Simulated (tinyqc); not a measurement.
# Strained alloy layer of GaSb and GaAs on (001) InP, model-solid band line-up: gaps, strain and offsets against composition

The layer is x parts of the first compound and 1 - x of the second, grown coherently on the third as substrate and barrier. Rows of the table: lattice constant a, average valence level Ea on an absolute scale, spin-orbit splitting so, gaps at Gamma, X and L, hydrostatic deformation potentials av and ac (Gamma), shear potential b, elastic constants, electron and heavy-hole (along z) masses. All are interpolated linearly in x; gaps get -C x (1 - x), taken wholly in the conduction band; real line-ups can differ from this model by 0.1 eV or more.

In-plane strain e = (a_substrate - a)/a, e_z = -2 (c12/c11) e, volume change 2 e + e_z. With v = 2 e + e_z and d = 2 b (e_z - e): Eav = Ea + av v; E_hh = Eav + so/3 - d/2; E_lh = Eav - so/6 + d/4 + sqrt(so^2 + so d + 9 d^2/4)/2; E_c = Ea + so/3 + EG + ac v (Gamma). Substrate: E_v = Ea + so/3, E_c = E_v + EG. Well depths: dEc = E_c(substrate) - E_c, dEhh = E_hh - E_v(substrate), dElh likewise; strained Gamma gap E_c - max(E_hh, E_lh); positive values confine carriers in the layer. Matthews-Blakeslee for 60-degree dislocations in a single layer: hc = k (ln(hc/bv) + 1), k = bv (1 - nu/4)/(4 pi |e| (1 + nu)), nu = c12/(c11 + c12), bv = a/sqrt(2); the larger root. The valence offset is the larger of dEhh and dElh; a dash marks |e| under 0.02 % or no root.

Inputs (values chosen for the exercise):
- CG = 1.43 eV (bowing of the Gamma gap)
- CX = 1.2 eV (bowing of the X gap)
- CL = 1.2 eV (bowing of the L gap)

Binary compounds, values chosen for the exercise:
```
              close to GaSb  close to GaAs  close to InP
a (angstrom)          6.096          5.653         5.869
Ea (eV)               -6.25          -6.92         -7.04
so (eV)                0.75          0.343         0.111
EG (eV)               0.719           1.41          1.36
EX (eV)                1.03           1.93           2.2
EL (eV)               0.809           1.73          1.94
av (eV)               0.781           1.15          1.28
ac (eV)               -6.82          -7.18         -5.02
b (eV)                -1.99           -1.7          -1.7
c11 (GPa)              87.6            120           100
c12 (GPa)              40.8           53.6          56.3
me (m0)              0.0389         0.0671          0.08
mh (m0)               0.253          0.351         0.524
```

Results:
columns A: x; B: e (%); C: relaxed Gamma gap (eV); D: lower of X and L gaps (eV); E: strained Gamma gap (eV); F: E_hh - E_lh (meV); G: dEc (eV); H: valence offset (eV); I: hc (nm)
```
A           B       C       D       E       F          G       H     I
0.25    1.826  0.9691   1.275  0.7295  -137.6     0.1344  0.4960  4.15
0.31    1.359  0.8899   1.188  0.7147  -100.7     0.1284  0.5170  6.30
0.38   0.8187  0.8105   1.097  0.7071  -59.48     0.1091  0.5438  12.4
0.44   0.3605  0.7536   1.029  0.7089  -25.72    0.08222  0.5689  34.9
0.56  -0.5436  0.6707  0.9186  0.6982   37.36  -4.804e-4  0.6623  21.1
0.62  -0.9896  0.6447  0.8763  0.6937   66.72   -0.05628  0.7226  9.82
0.69   -1.505  0.6273  0.8378  0.7001   99.26    -0.1335  0.7935  5.60
0.75   -1.942  0.6236  0.8143  0.7155   125.8    -0.2102  0.8547  3.92
```

Estimate the missing row, x = 0.5.

Computed row:
columns A: x; B: e (%); C: relaxed Gamma gap (eV); D: lower of X and L gaps (eV); E: strained Gamma gap (eV); F: E_hh - E_lh (meV); G: dEc (eV); H: valence offset (eV); I: hc (nm)
```
A           B       C       D       E      F        G       H    I
0.5  -0.09362  0.7070  0.9695  0.7118  6.557  0.04569  0.6025  175
```

With this row back in the table: The relaxed Gamma gap falls from 0.969 to 0.624 eV and the strained one moves up and down between 0.694 and 0.730 eV. The lattice matches the substrate at x = 0.488; the heavy hole is on top where the layer is compressed (e < 0) and the light hole where it is stretched. dEc falls from 0.134 to -0.210 eV and the valence offset rises from 0.496 to 0.855 eV. At the largest strain listed, -1.94 %, strain changes the gap by 91.8 meV.

Numbers from tinyqc (`OMP_NUM_THREADS=1 python tinyqc.py 2690125 2690126 out.jsonl`; about 0.01 s on one thread of a shared Intel Xeon 2.30GHz).
